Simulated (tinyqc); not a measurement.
Resistance of a source-drain extension with a graded tip: one step of the calculation.

y runs along the channel, the gate covers y > 0. The doping is N0 for y < y0 and N0 10^(-(y - y0)/la) beyond, uniform over the depth xj. Sheet conductance s(y) = q mu(N) max(N - Nch, 0) xj + (for y > 0) ma Cox Vo, with mu(N) = u0 + (u1 - u0)/(1 + (N/Nr)^au) and Cox = eps0 eox/tox. Current is taken as one-dimensional; depletion of the tip, spreading and the contact are left out. The metallurgical junction lies at yj, where N = Nch.

Problem. Sheet resistances and junction position. yj = y0 + la log10(N0/Nch); sheet resistance of the full extension 1/[q mu(N0)(N0 - Nch) xj] and of the gate-induced layer 1/(ma Cox Vo); metallurgical length Lg - 2 yj; ye is where the doped and the gate-induced conductances are equal.

Parameters, values chosen for the exercise; mobility law close to that of electrons in silicon:
- eox = 3.9 (relative permittivity of the gate insulator (close to silicon dioxide))
- tox = 1.5 nm (insulator thickness)
- N0 = 2.9e20 cm^-3 (active doping of the extension far from the gate)
- la = 4.9 nm/decade (lateral abruptness)
- y0 = 1.3 nm (position under the gate where the fall begins (gate edge at 0))
- xj = 15 nm (depth of the extension)
- Nch = 6.7e17 cm^-3 (channel doping)
- Vo = 0.88 V (gate overdrive)
- ma = 120 cm^2/(V s) (mobility of the gate-induced layer)
- u1 = 1414 cm^2/(V s) (mobility at low doping)
- u0 = 68.5 cm^2/(V s) (mobility at high doping)
- Nr = 9.2e16 cm^-3 (reference doping)
- au = 0.711 (exponent)
- Lg = 60 nm (gate length)

Constants: q = 1.602176634e-19 C, eps0 = 8.8541878128e-14 F/cm where lengths are in cm. Results are converted to the units shown.

Find: yj; sheet resistance of the extension; sheet resistance of the induced layer; metallurgical length; ye; N at ye.

Solution.

yj = 14.22 nm
sheet resistance of the extension = 197.4 ohm/square
sheet resistance of the induced layer = 4114 ohm/square
metallurgical length = 31.56 nm
ye = 8.620 nm
N at ye = 9.301e18 cm^-3

The gate takes over 5.60 nm before the junction, where N is still 13.9 times the channel doping.

Numbers from tinyqc (`OMP_NUM_THREADS=1 python tinyqc.py 2282285 2282286 out.jsonl`; about 0.03 s on one thread of a shared Intel Xeon 2.30GHz).
